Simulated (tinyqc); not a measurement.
Thin-film transistor with exponential tail and deep states, accumulation layer: two steps of the calculation.

An undoped film in accumulation, thicker than the space-charge layer. With band bending psi the Fermi level lies E0 - psi below the band edge. Free electrons n = n0 exp(psi/Vt) carry the current; electrons in two exponential distributions of traps, a = a0 exp(psi/Va) and d = d0 exp(psi/Vp), do not. Linear regime, ohmic contacts, traps in equilibrium.

Values chosen for this exercise; values close to those of an organic semiconductor: temperature T = 290 K; relative permittivity of the semiconductor eps_r = 3.2; density of extended states Nc = 1.2e20 cm^-3; total density of tail states Nt = 1.2e20 cm^-3; characteristic temperature of the tail Tt = 440 K; total density of deep states Nd = 2.3e17 cm^-3; characteristic temperature of the deep states Td = 1330 K; bulk Fermi level below the band edge E0 = 0.4 eV; gate capacitance Ci = 60 nF/cm^2; gate voltage above flat band Vg = 3.9 V.

Constants: q = 1.602176634e-19 C, kB = 1.380649e-23 J/K, Vt = kB T/q, eps0 = 8.8541878128e-14 F/cm where lengths are in cm. Results are converted to the units shown.

Task 1. Bulk densities. Va = kB Tt/q, Vp = kB Td/q; n0 = Nc exp(-E0/Vt), a0 = Nt th(T/Tt) exp(-E0/Va), d0 = Nd th(T/Td) exp(-E0/Vp), th(x) = pi x/sin(pi x).

Give: Va; Vp; th(T/Tt); n0; a0; d0.

Result 1.

Va = 0.037916 V
Vp = 0.11461 V
th(T/Tt) = 2.3592
n0 = 1.3420e13 cm^-3
a0 = 7.4186e15 cm^-3
d0 = 7.5948e15 cm^-3

Task 2. Surface potential by Newton steps. Va = kB Tt/q, Vp = kB Td/q. G(psi) = sum over the three kinds of c0 [V (exp(psi/V) - 1) - psi], field F = sqrt(2 q G/(eps0 eps_r)); Vg = psi + eps0 eps_r F/Ci at the surface. f = psi + eps0 eps_r F/Ci - Vg, f' = 1 + q rho/(Ci F) with rho = sum c0 (exp(psi/V) - 1); psi(new) = psi - f/f'.

psi after iteration 1 = 0.39160117 V
n0 = 1.3420326e13 cm^-3
a0 = 7.4186384e15 cm^-3
d0 = 7.5948159e15 cm^-3

Wanted: F; f; f'; psi after iteration 2.

Result 2.

F = 3489.0 kV/cm
f = 12.967 V
f' = 240.41
psi after iteration 2 = 0.33766 V

Numbers from tinyqc (`OMP_NUM_THREADS=1 python tinyqc.py 2610106 2610107 out.jsonl`; about 0.02 s on one thread of a shared Intel Xeon 2.30GHz).
